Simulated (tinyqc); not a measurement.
The scattering mechanism: Boltzmann transport in a parabolic band with a power-law relaxation time.

F_j(eta) = (1/Gamma(j + 1)) integral_0^infinity x^j dx/(1 + exp(x - eta)), which tends to exp(eta) for eta << 0.

tau = tau0 x^r with x = E/kT. With K_j = Gamma(j + 1) F_j(eta): <tau> = tau0 (r + 3/2) K_(r+1/2)/((3/2) K_(1/2)); mu = <tau>/(mc m0/e), m0/e = 5.685630e-12 kg/C; Hall factor rH = (3/2) K_(1/2) (2r + 3/2) K_(2r+1/2)/((r + 3/2) K_(r+1/2))^2; Seebeck S = -(kB/e) [(r + 5/2) K_(r+3/2)/((r + 3/2) K_(r+1/2)) - eta]; Lorenz number L = (kB/e)^2 [(r + 7/2) K_(r+5/2)/((r + 3/2) K_(r+1/2)) - ((r + 5/2) K_(r+3/2)/((r + 3/2) K_(r+1/2)))^2]; kB/e in V/K. Valley anisotropy is left out of rH.

Constants: kB = 8.617333262e-05 eV/K.
eta = -0.82607

Same eta for each exponent.

Results:

| r | mechanism | <tau>/tau0 | rH | S (microvolt/K) | L (1e-8 W ohm/K^2) |
|---|---|---|---|---|---|
| -0.5 | acoustic phonons | 0.714 | 1.154 | -259.8 | 1.552 |
| 0.0 | a constant relaxation time | 1.000 | 1.000 | -301.1 | 1.887 |
| 0.5 | polar optical or piezoelectric scattering | 1.562 | 1.093 | -342.1 | 2.228 |
| 1.5 | ionised impurities | 4.912 | 1.833 | -424.4 | 2.936 |

What does the comparison show?

From r = -1/2 to 3/2 |S| grows by 164.6 microvolt/K, against 2 kB/e = 172.3 in the non-degenerate limit: scattering that favours fast electrons raises the mean energy carried. rH is 1 only for constant tau and reaches 1.833 for r = 3/2; L spans 1.552 to 2.936 against the metallic 2.443.

(tinyqc, `OMP_NUM_THREADS=1 python tinyqc.py 1650138 1650139 out.jsonl`, Intel(R) Xeon(R) Processor @ 2.30GHz, 1 thread, shared host, about 0.01 s.)
